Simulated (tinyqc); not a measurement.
Expansion against temperature: quasi-harmonic thermal expansion with mode Grueneisen parameters. Computed by tinyqc, a small Python program. Command: `OMP_NUM_THREADS=1 python tinyqc.py 3015623 3015624 out.jsonl qha walk`. One thread of a shared host (Intel(R) Xeon(R) Processor @ 2.30GHz), about 0.02 s of CPU time with the checks.

A crystal with two atoms a cell; per atom there are 1 transverse acoustic (TA), 1/2 longitudinal acoustic (LA) and 3/2 optical (O) modes. Every frequency of group i scales as nu_i (V/V0)^(-gamma_i). The acoustic groups have Debye spectra, density 3 nu^2/nu_i^3 up to nu_i (40 Gauss-Legendre points); the optical group has one frequency. Static energy: E = (9 V0 B0/16) [y^3 B' + y^2 (2 - 4 y)], y = (V0/V)^(2/3) - 1, with pressure P_s = (3 B0/2) (z^7 - z^5) [1 + (3/4)(B' - 4)(z^2 - 1)], z = (V0/V)^(1/3).

Inputs (values chosen for the exercise, modelled on silicon carbide):
```
quantity                        value             unit
static volume V0                 10.4  angstrom^3/atom
static bulk modulus B0            220              GPa
static B'                        3.92                -
frequency nu_TA                  11.1              THz
frequency nu_LA                  17.1              THz
frequency nu_O                   24.2              THz
Grueneisen parameter gamma_TA  -0.048                -
Grueneisen parameter gamma_LA     1.1                -
Grueneisen parameter gamma_O     0.98                -
```

Acoustic groups: Debye.

Constants: h x 1 THz = 4.135667696 meV; k_B = 8.617333262e-05 eV/K; 1 eV/angstrom^3 = 160.2176634 GPa.

Method:
- For a mode with x = h nu/(k_B T), n = 1/(exp(x) - 1): U = h nu (n + 1/2), C/k_B = x^2 n (n + 1); U_i and C_i sum these over group i with its weight per atom.
- Phonon pressure P_ph = sum_i gamma_i U_i/V.
- B_T = -V d(P_s + P_ph)/dV at fixed T (central difference, step 1e-4 V); alpha_V = sum gamma_i C_i k_B/(B_T V), all at V(T); the linear coefficient is alpha_L = alpha_V/3.
- V(T) solves P_s + P_ph = 0. The Grueneisen estimate uses C_i, V0 and B0 at the static volume; gamma_th = sum gamma_i C_i / sum C_i is taken at V(T).

Quasi-harmonic results:
```
T (K)  V/V0 - 1 (%)  B_T (GPa)  alpha_L (ppm/K)  alpha_L, Grueneisen estimate  gamma_th
20           0.6132     217.45           0.0009                        0.0008   0.09269
40           0.6132     217.45           0.0071                        0.0068   0.09303
70           0.6134     217.44           0.0393                        0.0380   0.10735
100          0.6140     217.43           0.1182                        0.1148   0.14643
150          0.6176     217.38           0.3807                        0.3716   0.24353
220          0.6316     217.22           0.9726                        0.9531   0.38360
300          0.6639     216.89           1.6910                        1.6618   0.48839
450          0.7642     216.04           2.6405                        2.5973   0.57677
700          0.9959     214.34           3.3681                        3.3026   0.62336
1000         1.3205     212.16           3.7138                        3.6204   0.64069
```

What does the comparison show, and why?

alpha_L is positive throughout. gamma_th moves from 0.09, near gamma_TA = -0.048, to 0.64, near the average over all modes, 0.66, as the stiffer groups take up their share of C. B_T changes by -2.4 % over the table, and at the highest T the estimate at fixed V0 and B0 is off by -2.5 %.

Extremes, crossings and ranges named in words are read from the listed rows.
